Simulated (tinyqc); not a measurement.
Bond-orbital model of a tetrahedral semiconductor (Harrison's universal couplings), step by step. Values are carried at full precision from step to step, so a last printed digit may differ when a step is redone from the rounded ones.

Hybrid level eh = (es + 3 ep)/4; metallic energy V1 = (ep - es)/4 for each atom; covalent energy V2 = 3.22 hbar^2/(m d^2); polar energy V3 = (ehc - eha)/2; hbar^2/m = 2c, c = hbar^2/2m0. Polarity ap = V3/sqrt(V2^2 + V3^2), covalency ac = V2/sqrt(V2^2 + V3^2). p-p coupling at Gamma Exx = (4/3)(2.22 - 2 x 0.63) hbar^2/(m d^2) = 1.28 hbar^2/(m d^2), s-s coupling Ess = 4 x 1.32 hbar^2/(m d^2).

Constants: hbar^2/2m0 = 3.80998211 eV angstrom^2.

Values chosen for the exercise (near tabulated values for GaP; the model gives trends, and its gaps can be far from the real ones; not measured data): esc = -11.56 eV (s level, cation); epc = -5.7 eV (p level, cation); esa = -19.33 eV (s level, anion); epa = -9.56 eV (p level, anion); d = 2.36 angstrom (bond length); Z = 5 (valence electrons of the anion).

## The three energies

Form the hybrid levels, V1, V2 and V3.

hbar^2/(m d^2) = 1.3681 eV

hybrid levels (eV): cation -7.1650, anion -12.0025

V1 (eV): cation 1.4650, anion 2.4425

V2, V3 (eV): [4.4054, 2.4188]

## Bond and antibond

The 2 x 2 problem [[ehc, -V2], [-V2, eha]] gives (ehc + eha)/2 -/+ sqrt(V2^2 + V3^2); ap = V3/sqrt(V2^2 + V3^2), ac = V2/sqrt(V2^2 + V3^2); the bond has weight (1 + ap)/2 on the anion.

levels (eV): bond -14.6095, antibond -4.5580

ap = 0.4813
ac = 0.8766
weight on the anion = 0.7406

## Charges

With dZ = Z - 4: effective charge Z* = 4 ap - dZ (positive on the cation); transverse charge eT* = Z* + (8/3) ap ac^2.

Z* = 0.925 e
eT* = 1.911 e

Charge that flows along the bonds as they stretch adds 0.99 e to the static value.

## Metallicity and a gap from the bond picture

Neighbouring bonds couple through V1: averaged V1b = V1c (1 - ap)/2 + V1a (1 + ap)/2 for the bond band and V1x = V1c (1 + ap)/2 + V1a (1 - ap)/2 for the antibond band. The top of the bond band lies V1b above the bond level and the bottom of the antibond band 3 V1x below the antibond level, so the gap is 2 sqrt(V2^2 + V3^2) - V1b - 3 V1x; metallicity am = (V1b + 3 V1x)/(2 sqrt(V2^2 + V3^2)).

V1b, V1x (eV): [2.1890, 1.7185]

gap = 2.707 eV
am = 0.731

The gap closes where am reaches one. The model gives trends; its gap can miss the real one by a factor of two to five, most in ratio for narrow gaps and most in eV for first-row compounds.

## Band edges at Gamma

Ev is the lower root of [[epa, Exx], [Exx, epc]] and the s-like conduction level the upper root of [[esa, Ess], [Ess, esc]], with Exx = 1.28 u and Ess = 5.28 u, u = hbar^2/(m d^2).

Exx, Ess (eV): [1.7512, 7.2238]

Ev = -10.236 eV
s-like conduction level = -7.243 eV
E0 gap = 2.993 eV

Universal couplings give the trend of E0 from compound to compound, not its value; it can miss by several eV and by a factor of two or more, and spin-orbit coupling is left out.

## Checks

- Bond level from the formula against the 2 x 2 matrix: both -14.6095.

Run: tinyqc, `OMP_NUM_THREADS=1 python tinyqc.py 1450019 1450020 out.jsonl`; Intel(R) Xeon(R) Processor @ 2.30GHz, one thread, shared host; about 0.01 s of CPU time with all checks.
